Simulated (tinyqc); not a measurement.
Geometry optimisation on the RHF/sto-6g surface (energies and gradients from PySCF), for BeH+, spin multiplicity 1, step by step. One step of it, computed by the program tinyqc.

Problem. Step 3: move. Quasi-Newton step p = -H^(-1) g (the inverse Hessian comes from BFGS updates; coordinates in the order x, y, z of each atom); steps longer than 0.5 bohr are cut back.

positions after step 2 (bohr), order 1Be, 2H:
```
[[0.000000, 0.000000, 0.085402],
 [0.000000, 0.000000, 2.560214]]
```

gradient (hartree/bohr), order 1Be, 2H:
```
[[0.00000000, 0.00000000, 0.00233579],
 [0.00000000, 0.00000000, -0.00233579]]
```

inverse Hessian in use (bohr^2/hartree):
```
[[1.666667, 0.000000, 0.000000, 0.000000, 0.000000, 0.000000],
 [0.000000, 1.666667, 0.000000, 0.000000, 0.000000, 0.000000],
 [0.000000, 0.000000, 2.035543, 0.000000, 0.000000, -0.368876],
 [0.000000, 0.000000, 0.000000, 1.666667, 0.000000, 0.000000],
 [0.000000, 0.000000, 0.000000, 0.000000, 1.666667, 0.000000],
 [0.000000, 0.000000, -0.368876, 0.000000, 0.000000, 2.035543]]
```

Give: positions after step 3.

Solution.

positions after step 3 (bohr), order 1Be, 2H:
```
[[0.0000, 0.0000, 0.0798],
 [0.0000, 0.0000, 2.5658]]
```
